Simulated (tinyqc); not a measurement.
Heavy doping: gap narrowing, degeneracy and the minority density: sweeps and comparisons. A value that a table varies takes the place of the one given here.

F_j(eta) = (1/Gamma(j + 1)) integral_0^infinity x^j dx/(1 + exp(x - eta)), which tends to exp(eta) for eta << 0.

Empirical narrowing (Slotboom form, constants chosen for the exercise; published fits of this form give the apparent narrowing, here it is taken as the true one): dEg = E0 [ln(N/N0) + sqrt(ln(N/N0)^2 + C)].

Majority: N = Nv F_1/2(eta), eta the distance of EF beyond the majority band edge in kT. Degeneracy factor gam = F_1/2(eta)/exp(eta). ni0^2 = Nc Nv exp(-Eg/kT); product n p = ni0^2 gam exp(dEg/kT), dEg the true narrowing; apparent narrowing dEa = dEg + kT ln gam; minority density = n p/N.

Bipolar transistor with N as emitter doping: beta = K (N/NB) exp((dEa_B + dG - dEa_E)/kT), dEa_E = dEg(N) + kT ln gam, dEa_B = dEg(NB). For the sweep in T, Nv is scaled as (T/T0)^(3/2) from its value at T0 = T.

Constants: kB = 8.617333262e-05 eV/K.

Parameters, chosen for this exercise (gap and densities of states near those of Si at this temperature; narrowing constants near the fits for Si; the results hold for these values, not for the real material):
- Eg = 1.098 eV (gap)
- Nc = 4.25e+19 1/cm^3 (conduction-band density of states)
- Nv = 1.75e+19 1/cm^3 (valence-band density of states)
- T = 400 K
- E0 = 6.06 meV (narrowing scale)
- N0 = 1e+17 1/cm^3 (onset density)
- C = 0.5 (smoothing constant)
- N = 9.1e+18 1/cm^3 (ionised acceptors, equal to the majority density)
- NB = 5e+17 1/cm^3 (base doping)
- K = 3.5 (ratio (D_B W_E)/(D_E W_B))
- dG = 80 meV (extra narrowing of the base by alloying)

## Narrowing against degeneracy

N takes the values listed; the last column is N over the factor gam exp(dEg/kT), the doping that a simple model would need to give the same minority density.

Results:

| N (1/cm^3) | eta | gam | dEg (meV) | dEa (meV) | minority (1/cm^3) | effective doping (1/cm^3) |
|---|---|---|---|---|---|---|
| 5.0e+16 | -5.86 | 0.999 | 1.8 | 1.8 | 2.29e+08 | 4.75e+16 |
| 2.0e+17 | -4.47 | 0.996 | 10.2 | 10.1 | 7.29e+07 | 1.49e+17 |
| 5.0e+17 | -3.55 | 0.990 | 20.4 | 20.1 | 3.90e+07 | 2.79e+17 |
| 2.0e+18 | -2.13 | 0.960 | 36.8 | 35.4 | 1.52e+07 | 7.16e+17 |
| 5.0e+18 | -1.15 | 0.904 | 47.8 | 44.3 | 7.88e+06 | 1.38e+18 |
| 2.0e+19 | 0.53 | 0.672 | 64.5 | 50.8 | 2.38e+06 | 4.58e+18 |
| 5.0e+19 | 2.02 | 0.378 | 75.6 | 42.0 | 7.38e+05 | 1.48e+19 |
| 1.0e+20 | 3.63 | 0.152 | 83.9 | 19.1 | 1.89e+05 | 5.75e+19 |
| 4.0e+20 | 9.65 | 0.00147 | 100.7 | -124.1 | 744 | 1.46e+22 |

dEg grows steadily to 100.7 meV, while the apparent value peaks at 50.8 meV for N = 2e+19 and falls to -124.1 meV as the Fermi level enters the band (a negative value is not met in measurements: parabolic bands with a fixed mass overstate the filling). N grows by a factor 40 from the third to the sixth row and the effective doping by 16.4.

## Current gain against temperature

Gain:

| T (K) | beta | beta with dG = 0 | without narrowing |
|---|---|---|---|
| 150 | 4.64e+03 | 9.53 | 63.7 |
| 200 | 1.48e+03 | 14.2 | 63.7 |
| 250 | 756 | 18.4 | 63.7 |
| 300 | 488 | 22.1 | 63.7 |
| 350 | 359 | 25.3 | 63.7 |
| 400 | 285 | 28.0 | 63.7 |
| 450 | 239 | 30.4 | 63.7 |

dEa_B + dG - dEa_E at T0 = 51.7 meV

beta is 4.64e+03 at 150 K and 239 at 450 K, since the net exponent is positive: the gap is narrower in the base. At 300 K narrowing and degeneracy change the gain by a factor 0.347 and alloying the base by 22.1.

## What moves the minority density and the gain

All results formed anew. Each row changes one parameter from the base and keeps the others.

Results:

| case | dEg (meV) | dEa (meV) | minority (1/cm^3) | beta |
|---|---|---|---|---|
| base | 55.01 | 48.71 | 4.92e+06 | 285 |
| N = 1.82e+19 1/cm^3 | 63.36 | 50.87 | 2.62e+06 | 536 |
| E0 = 7.272 meV | 66.01 | 59.71 | 6.77e+06 | 233 |
| N0 = 2e+17 1/cm^3 | 46.66 | 40.37 | 3.86e+06 | 290 |
| Eg = 1.118 eV | 55.01 | 48.71 | 2.75e+06 | 285 |
| Nv = 2.28e+19 1/cm^3 | 55.01 | 50.17 | 6.69e+06 | 274 |
| NB = 1e+18 1/cm^3 | 55.01 | 48.71 | 4.92e+06 | 181 |

The largest shifts from the base row, up to three for each result and ties (the steps differ in size, so this ranks the rows, not the parameters). dEg (meV): E0 +11.00, N +8.36, N0 -8.34; unchanged at the printed digits by Eg, Nv and NB. dEa (meV): E0 +11.00, N0 -8.34, N +2.15; unchanged at the printed digits by Eg and NB. minority (1/cm^3): N -2.30e+06, Eg -2.17e+06, E0 +1.85e+06; unchanged at the printed digits by NB. beta: N +251, NB -105, E0 -51.9; unchanged at the printed digits by Eg.

Run: tinyqc, `OMP_NUM_THREADS=1 python tinyqc.py 1681257 1681258 out.jsonl`; Intel(R) Xeon(R) Processor @ 2.30GHz, one thread, shared host; about 0.02 s of CPU time with all checks.
